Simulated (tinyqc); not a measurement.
# Series resistance and length offset from two lengths at two overdrives

Problem. In strong inversion R W = Rsd + k(x)(L - dL), k(x) = (1 + th1 x)/(mu0 Cox x), x the overdrive, Cox = eps0 eox/tox, with Rsd and dL independent of x. Find dL, Rsd, mu0 and th1.

Parameters, values chosen for the exercise:
```
symbol,value,unit,meaning
eox,9.26,,relative permittivity of the gate insulator (close to aluminium oxide)
tox,13,nm,insulator thickness
```

Constants: eps0 = 8.8541878128e-14 F/cm where lengths are in cm. Results are converted to the units shown.

total resistance times width (ohm um):
```
	L = 0.085 um	L = 1 um
overdrive 0.45 V	1643.38251	20104.5009
overdrive 1.27 V	820.049454	9368.67117
```

Solution. At each overdrive R W is a straight line in L; the two lines cross at L = dL, R W = Rsd. Their slopes give k x = (1 + th1 x)/(mu0 Cox), a straight line in x.

dL = 0.00900 um
Rsd = 110 ohm um
mu0 = 210 cm^2/(V s)
th1 = 0.450 1/V

tinyqc, about 0.01 s, one thread, Intel Xeon 2.30GHz (shared host): `OMP_NUM_THREADS=1 python tinyqc.py 2210018 2210019 out.jsonl`
